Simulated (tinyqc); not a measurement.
# Frequency dispersion of an accumulation capacitance by border traps, distributed model: effects of single changes

Traps spread evenly through the insulator exchange electrons with the semiconductor by tunnelling, with tau(x) = t0 exp(2 ka x) at depth x from the interface. The admittance per area Y seen at depth x obeys dY/dx = -Y^2/(i w eps0 eox) + q Nb ln(1 + i w tau)/tau, with Y(0) = i w Cs and w = 2 pi f; the gate sees Y(tox) = G + i w C. Working variable y = Y/(i w), in uF/cm^2. Cox = eps0 eox/tox.

Parameters, values chosen for the exercise; permittivity close to that of silicon dioxide: relative permittivity of the insulator eox = 3.76; insulator thickness tox = 6.7 nm; semiconductor capacitance in accumulation Cs = 2.7 uF/cm^2; density of border traps Nb = 2.6e19 cm^-3 eV^-1; decay constant of the wave function in the insulator ka = 5.3 1/nm; time constant of a trap at the interface t0 = 6e-11 s; frequency f = 1e5 Hz.

Constants: q = 1.602176634e-19 C, eps0 = 8.8541878128e-14 F/cm where lengths are in cm. Results are converted to the units shown.

Each table varies one quantity; the others keep the values above.

## Capacitance and loss against frequency

Cox; trap-free value 1/(1/Cox + 1/Cs); response depth d = ln(1/(w t0))/(2 ka), where w tau = 1; lumped estimate: all traps within d act as C_bt = q Nb d placed at d/2, so C = 1/{1/[1/(1/Cs + d/(2 eps0 eox)) + C_bt] + (tox - d/2)/(eps0 eox)}. C and G from a fine integration; dispersion -d C/d log10 f over C, from f times and over 1.1. For a broad spread of time constants G/w is close to -(pi/2) dC/d ln w.

The same in every row: trap-free C (uF/cm^2) = 0.4197.

Capacitance and loss against frequency:
```
f (Hz)	d (nm)	C (uF/cm^2)	G/w (uF/cm^2)	dispersion (% a decade)	-(pi/2) dC/d ln w (uF/cm^2)	lumped C (uF/cm^2)
10	1.830	0.4703	0.006594	2.054	0.006589	0.4608
100	1.613	0.4612	0.005927	1.883	0.005923	0.4537
1000	1.395	0.4529	0.005285	1.709	0.005282	0.4471
10000	1.178	0.4457	0.004666	1.534	0.004663	0.4411
1e5	0.9609	0.4393	0.004067	1.356	0.004064	0.4357
1e6	0.7437	0.4337	0.003490	1.178	0.003487	0.4310
1e7	0.5265	0.4290	0.002935	1.002	0.002932	0.4269
```

What does the comparison show?

C falls from 0.4703 to 0.4290 uF/cm^2, towards the trap-free 0.4197; each decade of frequency removes ln 10/(2 ka) = 0.217 nm from the response depth. The dispersion falls from 2.05 to 1.00 % a decade and G/w falls from 0.00659 to 0.00294 uF/cm^2. G/w stays at 1.00 times -(pi/2) dC/d ln w, the relation for a broad spread of time constants.

## Effect of the semiconductor capacitance in accumulation

Same model as above.

The same in every row: d (nm) = 0.9609.

Results:
```
Cs (uF/cm^2)	C (uF/cm^2)	G/w (uF/cm^2)	dispersion (% a decade)	-(pi/2) dC/d ln w (uF/cm^2)	lumped C (uF/cm^2)	trap-free C (uF/cm^2)
0.2	0.2947	0.01555	7.703	0.01549	0.2817	0.1426
0.39	0.3260	0.01243	5.574	0.01240	0.3157	0.2185
0.75	0.3650	0.009027	3.621	0.009016	0.3576	0.2989
1.4	0.4040	0.006176	2.240	0.006174	0.3989	0.3667
5.4	0.4657	0.002778	0.8724	0.002772	0.4631	0.4550
10	0.4805	0.002167	0.6583	0.002158	0.4783	0.4734
20	0.4901	0.001810	0.5382	0.001799	0.4882	0.4848
```

Estimate the missing row, Cs = 2.8 uF/cm^2.

Computed row:
```
Cs (uF/cm^2)	C (uF/cm^2)	G/w (uF/cm^2)	dispersion (% a decade)	-(pi/2) dC/d ln w (uF/cm^2)	lumped C (uF/cm^2)	trap-free C (uF/cm^2)
2.8	0.4409	0.003978	1.321	0.003975	0.4375	0.4220
```

With this row back in the table: As Cs goes from 0.2 to 20, C rises from 0.295 to 0.490 uF/cm^2, the dispersion falls from 7.70 to 0.538 % a decade and G/w falls from 0.0156 to 0.00181 uF/cm^2. The lumped estimate is 4.4 % below C in the first row and 0.39 % below it in the last. The same traps disperse C more when Cs is small, since they then add to the weaker series term.

tinyqc, about 0.6 s, one thread, Intel Xeon 2.30GHz (shared host): `OMP_NUM_THREADS=1 python tinyqc.py 2202228 2202229 out.jsonl`
